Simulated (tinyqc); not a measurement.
Ion implantation: universal nuclear stopping, Lindhard-Scharff electronic stopping and a Gaussian range profile: one step, computed by the program tinyqc. Command: `OMP_NUM_THREADS=1 python tinyqc.py 3002255 3002256 out.jsonl implant walk`. One thread of a shared host (Intel(R) Xeon(R) Processor @ 2.30GHz), about 0.06 s of CPU time with the checks.

An ion slows by elastic collisions with screened nuclei and by friction with electrons; channelling is ignored and the target is uniform.

Problem. Damage. Kinchin-Pease count with efficiency 0.8: N_d = 0.8 nu/(2 E_d), taking all of nu as damage energy (an upper estimate, as recoils also lose energy to electrons). Spread over a depth R_p + dR_p, displacements per atom = Q N_d/(N (R_p + dR_p)).

Inputs (values chosen for the exercise, modelled on silicon ions in germanium): target density N = 44.2 1/nm^3; dose Q = 6.5e+13 1/cm^2; displacement energy E_d = 15 eV.

energy lost to nuclei nu = 19.58869 keV

projected range R_p = 31.80250 nm

straggle dR_p = 9.501224 nm

Give: displacements per ion N_d; displacements per atom.

Solution.

displacements per ion N_d = 522.4

displacements per atom = 0.1860

One displacement per atom would need a dose of 3.5e14 per cm^2 if no defects annealed.
